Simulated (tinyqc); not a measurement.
Inside a calculation. Model: field-effect mobility of a thin-film transistor with band-tail and deep states (multiple trapping). Computed by tinyqc, a small Python program that keeps every step. Command: `OMP_NUM_THREADS=1 python tinyqc.py 3027814 3027815 out.jsonl tft walk`. One thread of a shared host (Intel(R) Xeon(R) Processor @ 2.30GHz), about 0.04 s of CPU time with the checks. Intermediate numbers are printed to about 6 digits and carried at full precision; extremes and crossings named in words are read from the listed rows.

A thick film in accumulation at small drain voltage. Only free electrons move; trapped ones still screen the gate. N_c and mu_0 are held fixed when T changes, leaving out the T^(3/2) growth of N_c. x = E_0 - psi is the distance of the Fermi level below the band edge.

Inputs (values chosen for the exercise, modelled on amorphous silicon): permittivity eps = 11.8; effective density of states N_c = 2e+20 1/cm^3; band mobility mu_0 = 8.7 cm^2/(V s); tail density at the edge g_t = 1.4e+21 1/(eV cm^3); tail width E_t = 30 meV; deep-state density g_d = 6.6e+15 1/(eV cm^3); flat-band Fermi level below the edge, E_0 = 0.63 eV; equivalent oxide thickness t = 6.2 nm; surface band bending psi_s as a fraction of E_0 = 0.93; temperature T = 200 K.

Deep states: included.

Constants: k_B = 8.617333262e-05 eV/K; e = 1.602176634e-19 C; eps_0 = 8.8541878128e-12 F/m.

## Free and trapped densities

F_j(eta) = int_0^infinity x^j/(1 + exp(x - eta)) dx, without a gamma-function factor. Integrals over x = E/(k_B T) use 160 Gauss-Legendre points in u = sqrt(x) from 0 to sqrt(max(eta, 0) + 32). Free n(x) = N_c (2/sqrt(pi)) F_1/2(-x/k_B T), with F_1/2 from its two-term series in exp(-x/k_B T) for x >= 12 k_B T; tail n_t(x) = int_0^1.2eV g_t exp(-E/E_t)/(1 + exp((x - E)/k_B T)) dE, E counted down from the edge, 120 Gauss-Legendre points; deep charge g_d psi; space charge rho(psi) = n + n_t + g_d psi less its value at psi = 0.

Local densities at x = 0.4, 0.3, 0.2, 0.15, 0.1, 0.05, 0 and -0.05 eV:
```
x (eV)   n (1/cm^3)  n_t (1/cm^3)  n/(n + n_t)
0.40    1.66523e+10   1.26204e+14  1.31930e-04
0.30    5.51268e+12   3.53627e+15  1.55647e-03
0.20    1.82495e+15   9.86539e+16  1.81625e-02
0.15    3.32025e+16   5.15648e+17  6.04947e-02
0.10    6.03500e+17   2.60880e+18  1.87872e-01
0.05    1.07848e+19   1.16513e+19  4.80689e-01
0.00    1.53029e+20   3.22165e+19  8.26088e-01
-0.05   8.61212e+20   4.11850e+19  9.54360e-01
```

E_t/k_B T = 1.74: deep in the tail n_t follows exp(-x/E_t), more slowly than n, so the free share grows as the Fermi level rises.

## One gate voltage

Poisson: F(psi) = sqrt((2 e/(eps eps_0)) int_0^psi rho dpsi'); V_G - V_FB = psi_s + eps F(psi_s) t/3.9; free sheet density N_f = int (n - n(E_0))/F dpsi; induced sheet density N_i = eps eps_0 F(psi_s)/e; trapezoid rule on 301 even points in psi, the first interval left out of N_f. mu_eff = mu_0 N_f/N_i; field-effect mobility mu_FE = mu_0 e (dN_f/dV_G)/C_ox and swing S = dV_G/dlog10(N_f), by a central difference of +/- 2 mV in psi_s; C_ox = 3.9 eps_0/t.

surface field = 472.349 kV/cm

V_G - V_FB = 1.47198 V

free sheet density N_f = 8.24522e+11 1/cm^2

induced sheet density N_i = 3.08023e+12 1/cm^2

effective mobility mu_eff = 2.32883 cm^2/(V s)

field-effect mobility mu_FE = 4.32279 cm^2/(V s)

swing S = 1100.10 mV/decade

27 % of the induced charge is free. mu_FE exceeds mu_eff because the free share is still growing with V_G. The swing is 27.72 times the ideal ln(10) k_B T/e.

## Transfer curve

The formulas are those given above.

Against the band bending:
```
psi_s (V)  V_G - V_FB (V)  N_f (1/cm^2)  mu_eff (cm^2/(V s))  mu_FE (cm^2/(V s))  S (mV/decade)
0.22              0.23324   2.49943e+04          4.72463e-06         3.11624e-06           46.3
0.32              0.34114   5.17167e+06          6.12319e-04         6.13920e-04           48.6
0.39              0.42729   1.85507e+08          1.24499e-02         1.59411e-02           67.2
0.45              0.53399   2.95718e+09          8.81172e-02         1.42536e-01          119.7
0.50              0.68821   2.51953e+10          3.35025e-01         6.36099e-01          228.5
0.55              0.99957   1.98017e+11          1.10232e+00         2.19332e+00          520.8
0.60              1.77613   1.41114e+12          3.00277e+00         5.28563e+00         1539.6
0.64              3.33462   5.52856e+12          5.13478e+00         7.42511e+00         4291.0
0.69              7.16573   1.77825e+13          6.87247e+00         8.28890e+00        12360.9
```

The steepest swing among the rows is 46 mV/decade, close to the estimate for deep states alone, ln(10)(k_B T/e)(1 + sqrt(e eps eps_0 g_d)/C_ox) = 42. mu_eff climbs from 4.7e-6 to 6.9, 79 % of mu_0 in the last row. Between rows 6 and 7 N_f scales as (V_G - V_FB - psi_s)^2.04; an exponential tail holding all the charge would give the larger of 1 and 2 E_t/k_B T - 1, here 2.48, and free charge alone 1; charge in deep states makes the exponent larger and lets it vary with V_G. The last row needs an oxide field above 5 MV/cm, near or beyond breakdown.

Checks made by the program: tail integral against adaptive quadrature (relative difference below 1e-10).
